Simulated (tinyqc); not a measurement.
Parabolic quantum dot in a magnetic field (Fock-Darwin), step by step. Values are carried at full precision from step to step, so a last printed digit may differ when a step is redone from the rounded ones.

Two dimensions, V = m w0^2 r^2/2, one valley. hbar wc = 2 muB B/m, W = sqrt(w0^2 + wc^2/4), E(n, l, s) = (2n + |l| + 1) hbar W - l hbar wc/2 + s gs muB B, n = 0, 1, ..., l = 0, +/-1, ..., s = +/-1/2; length lam = sqrt(2c/(m hbar W)), c = hbar^2/2m0.

Constants: muB = 5.788381798e-05 eV/T; hbar^2/2m0 = 3.80998211 eV angstrom^2; e^2/(4 pi eps0) = 14.39964547 eV angstrom.

Parameters, chosen for this exercise (near those of a gate-defined dot in Si; not measured data):
- m = 0.1963 m0 (mass)
- gs = 2.15 (g factor)
- w0 = 7.3 meV (confinement energy hbar w0)
- B = 6.4 T (magnetic field)
- Ec = 3.6 meV (charging energy e^2/C)
- eps = 11.4 (dielectric constant)

## Energy and length scales

Give hbar wc, hbar W, the two mode energies hbar W +/- hbar wc/2, the Zeeman energy |gs| muB B and lam.

hbar wc = 3.77439 meV
hbar W = 7.53999 meV

modes (meV): [9.4272, 5.6528]

Zeeman energy = 0.79648 meV
lam = 71.75 angstrom

The product of the modes is w0^2 = 53.29 meV^2 at any field. These two lines are all that far-infrared light sees, whatever the number of electrons (Kohn theorem).

## Orbital levels

The eight lowest (n, l) from E = (2n + |l| + 1) W - l wc/2.

Levels:
```
(n,l)   E (meV)
(0,0)     7.540
(0,1)    13.193
(0,-1)   16.967
(0,2)    18.846
(1,0)    22.620
(0,3)    24.498
(0,-2)   26.394
(1,1)    28.273
```

## Addition spectrum

Constant interaction: mu(N) = E_N + (N - 1/2) Ec with the spin-resolved levels filled in order; the addition energy is mu(N + 1) - mu(N).

Filling:
```
N   state added  E_N (meV)  mu(N) (meV)  addition energy (meV)
1        (0,0)-      7.142        8.942                  4.396
2        (0,0)+      7.938       13.338                  8.456
3        (0,1)-     12.795       21.795                  4.396
4        (0,1)+     13.591       26.191                  6.578
5       (0,-1)-     16.569       32.769                  4.396
6       (0,-1)+     17.365       37.165                  4.682
7        (0,2)-     18.447       41.847                  4.396
8        (0,2)+     19.244       46.244                  6.578
9        (1,0)-     22.222       52.822                  4.396
10       (1,0)+     23.018       57.218                  4.682
```

The largest addition energy falls at N = 2; at zero field it peaks at the closed shells 2, 6 and 12. Exchange, which the model lacks, would favour parallel spins near level crossings. Ec is an independent input that includes screening by the gates. In Si a second valley, usually less than 1 meV up, adds levels and changes this order.

## Singlet and triplet of two electrons

Two electrons, first order in the Coulomb energy: the singlet (0,0)^2 has 2W + J0 and the lowest triplet (0,0)(0,1) has 3W - wc/2 + J0/2 - Ez, with J0 = sqrt(pi/2) q/(eps lam), q = e^2/(4 pi eps0), Ez = |gs| muB B.

Give J0, the triplet less the singlet, and J0/W.

J0 = 22.064 meV
E(T) - E(S) = -6.175 meV
J0/W = 2.93

The triplet is lower at this order. J0 exceeds W, so first order overstates the interaction and the result is only a guide.

## The same without perturbation theory

Exact treatment: the centre of mass separates with energy W, and the relative motion obeys [-(2c/m) Laplacian + (2c/m) r^2/(2 lam^2)^2 + q/(eps r)] psi = e_l psi for angular number l, solved in 14 Gaussians r^l exp(-a r^2), a = 1.7^i/(4 lam^2), i = -3 to 10. E(S) = W + e_0, E(T) = W + e_1 - wc/2 - Ez.

Solve for e_0 and e_1.

e_0, e_1 (meV): [22.10, 24.99]

first-order values W + J0 and 2W + J0/2 (meV): [29.60, 26.11]

E(T) - E(S), exact = 0.21 meV

First order overshoots e_0 by 7.51 meV and e_1 by only 1.12 meV, since the singlet gains more by keeping the electrons apart; it therefore favours the triplet by 6.39 meV too much. Of these two the singlet is lower, against the first-order answer.

## Checks

- e_0 at W = 2 Ry m/eps^2, where it is exactly 2W, as a ratio e_0/W: both 2.000.
- Level (0,1) from the radial equation by finite differences against the formula, meV: both 13.19.

Program tinyqc; command `OMP_NUM_THREADS=1 python tinyqc.py 1280942 1280943 out.jsonl`; about 0.2 s on one thread of a shared Intel(R) Xeon(R) Processor @ 2.30GHz.
